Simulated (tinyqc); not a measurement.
# Energy and delay of logic against supply voltage: what changes with what

One expression serves below and above threshold: I(Vg) = Ik [ln(1 + exp((Vg - VT + dd V)/(al nf Vt)))]^al, with I_on = I(V) and I_off = I(0). Gate delay td = kd C V/I_on, clock period LD td. Per gate and cycle the switching energy is act C V^2 and the leakage energy I_off V LD td. No short-circuit current, no variation. Minima are sought above 0.09 V; below a few Vt gates no longer switch and the model has no meaning.

Values chosen for this exercise; values of the order met in logic technologies: temperature T = 330 K; threshold voltage at zero drain bias VT = 0.24 V; slope factor nf = 1.34; barrier lowering per volt of supply dd = 0.1; specific current of a gate Ik = 2.8 uA; exponent of the current law al = 1.35; load capacitance of a gate C = 1.4 fF; delay factor kd = 1.2; logic depth LD = 12; activity factor act = 0.02.

Constants: q = 1.602176634e-19 C, kB = 1.380649e-23 J/K, Vt = kB T/q. Results are converted to the units shown.

Each table varies one quantity; the others keep the values above.

## Energy and delay against supply voltage

EDP = energy times td.

Energy and delay against supply voltage:
```
V (V)	I_on (uA)	I_off (nA)	td (ps)	switching (aJ)	leakage (aJ)	energy (aJ)	EDP (fJ ps)
0.16	0.43847	7.7709	613.04	0.71680	9.1466	9.8634	6.0466
0.28	5.0957	10.623	92.312	2.1952	3.2950	5.4902	0.50681
0.39	16.371	14.142	40.022	4.2588	2.6488	6.9076	0.27645
0.51	33.177	19.309	25.825	7.2828	3.0518	10.335	0.26689
0.62	51.074	25.668	20.394	10.763	3.8946	14.658	0.29893
0.74	72.678	34.979	17.106	15.333	5.3132	20.646	0.35316
0.85	94.091	46.398	15.177	20.230	7.1825	27.412	0.41603
0.97	118.99	63.044	13.696	26.345	10.050	36.395	0.49846
1.08	143.07	83.351	12.682	32.659	13.699	46.358	0.58789
1.2	170.60	112.76	11.817	40.320	19.187	59.507	0.70319
```

Read the table: what changes, and by how much?

td falls from 613 to 11.8 ps; the energy goes from 9.86 through a minimum of 5.49 (at V = 0.28 V among the rows listed) to 59.5 aJ and the EDP goes from 6.05 through a minimum of 0.267 (at V = 0.51 V among the rows listed) to 0.703 fJ ps. The exact minima lie at V = 0.281 V for the energy and 0.458 V for the EDP. Going from 1.2 V to the energy minimum saves a factor of 10.8 in energy and costs a factor of 7.72 in delay. Below the minimum the leakage energy rises faster than the switching energy falls, because the clock period grows so steeply.

## Optimum supplies against the logic depth

Same model as above.

V_min minimises the energy and V_EDP the product of energy and td.

Optimum supplies against the logic depth:
```
LD	V_min (V)	energy at V_min (aJ)	leakage share (%)	clock at V_min (MHz)	V_EDP (V)	clock at V_EDP (GHz)
5	0.2403	3.377	52.11	1308	0.4287	5.945
8	0.2626	4.347	55.59	1103	0.4436	3.935
12	0.2811	5.490	59.69	914.0	0.4584	2.763
20	0.3034	7.564	65.93	686.9	0.4782	1.768
30	0.3197	9.990	71.35	528.4	0.4937	1.234
50	0.3379	14.64	78.17	364.6	0.5114	0.7773
80	0.3516	21.43	83.85	250.4	0.5247	0.5027
150	0.3651	37.04	89.92	145.3	0.5376	0.2766
```

What does the table show?

As LD goes from 5 to 150, V_min rises from 0.240 to 0.365 V, the energy there rises from 3.38 to 37.0 aJ, the clock there falls from 1310 to 145 MHz and V_EDP rises from 0.429 to 0.538 V. act and LD enter V_min only through the ratio act/LD.

Program tinyqc, `OMP_NUM_THREADS=1 python tinyqc.py 2082095 2082096 out.jsonl`; Intel Xeon 2.30GHz, shared host, one thread, about 0.01 s.
